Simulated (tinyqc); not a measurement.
## Bandgap voltage reference from two bipolar transistors: effect of the output resistor at T0

Two transistors of area 1 and N carry the same current I. Is(T) = Is (T/T0)^eta exp[(Vg0 q/kB)(1/T0 - 1/T)], VBE1 = Vt ln(I/Is(T)) + I rb, VBE2 = Vt ln(I/(N Is(T))) + I rb/N. The amplifier forces I R1(T) = VBE1 - VBE2 + Vos, with R(T) = R (1 + tc (T - T0)) for both resistors, and the output is Vref = VBE1 + I R2(T). Base currents and the Early effect are neglected.

Vt = kB T/q; I = (Vt ln N + Vos)/(R1(T) - rb (1 - 1/N)). Box coefficient: span of Vref between 233 and 398 K over its average over T and over 165 K. The last column is the R2 that gives zero slope at T0.

Values chosen for this exercise; values of the order met in silicon bipolar transistors:

| symbol | value | unit | meaning |
|---|---|---|---|
| T0 | 298 | K | reference temperature |
| Vg0 | 1.183 | V | band-gap voltage extrapolated to 0 K |
| eta | 4.2 |  | temperature exponent of the saturation current |
| Is | 6.2e-16 | A | saturation current of the unit transistor at T0 |
| N | 8 |  | area ratio of the second transistor |
| R1 | 18 | kohm | resistor across which the difference of VBE falls, at T0 |
| tc | 400 | ppm/K | temperature coefficient of both resistors |
| Vos | -2.1 | mV | offset of the amplifier |
| rb | 59 | ohm | series resistance of the unit transistor |

Constants: q = 1.602176634e-19 C, kB = 1.380649e-23 J/K. Results are converted to the units shown.

Effect of the output resistor at T0:

| R2 (kohm) | I at T0 (uA) | Vref at T0 (V) | slope at T0 (uV/K) | box coefficient (ppm/K) | R2 for zero slope (kohm) |
|---|---|---|---|---|---|
| 215.2 | 2.858 | 1.187 | -186.5 | 169.4 | 233.9 |
| 222.2 | 2.858 | 1.207 | -116.7 | 108.3 | 233.9 |
| 229.2 | 2.858 | 1.227 | -46.80 | 50.74 | 233.9 |
| 233.9 | 2.858 | 1.240 | 0.1126 | 22.09 | 233.9 |
| 238.6 | 2.858 | 1.254 | 47.02 | 31.39 | 233.9 |
| 245.6 | 2.858 | 1.274 | 116.9 | 80.97 | 233.9 |
| 252.6 | 2.858 | 1.294 | 186.7 | 133.6 | 233.9 |

Read the table: what changes, and by how much?

As R2 goes from 215.2 to 252.6, Vref rises from 1.187 to 1.294 V and the box coefficient goes from 169 through a minimum of 22.1 (at R2 = 233.9 among the rows listed) to 134 ppm/K. One per cent in R2 moves the slope by 23.3 uV/K.

Numbers from tinyqc (`OMP_NUM_THREADS=1 python tinyqc.py 2062173 2062174 out.jsonl`; about 0.02 s on one thread of a shared Intel Xeon 2.30GHz).
